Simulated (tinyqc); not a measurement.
Coupling ratio and rate constant from the late transient.

Problem. Long after the knee a floating-gate cell follows U = Vg - (tox/ag) B/ln(K t). Find K and ag.

Parameters, values chosen for the exercise:
- tox = 7.7 nm (tunnel oxide thickness)
- Vg = 11.4 V (control-gate voltage)

U at t = 0.001 and 0.1 s (V): 1.0518147  2.6054627
B = 25.223887 V/nm

Answer. 1/(Vg - U) is linear in ln t; the ratio of the two values gives ln(K t_a), and either value gives ag.

K = 2.095e14 1/s
ag = 0.7200

tinyqc, about 0.01 s, one thread, Intel Xeon 2.30GHz (shared host): `OMP_NUM_THREADS=1 python tinyqc.py 2130029 2130030 out.jsonl`
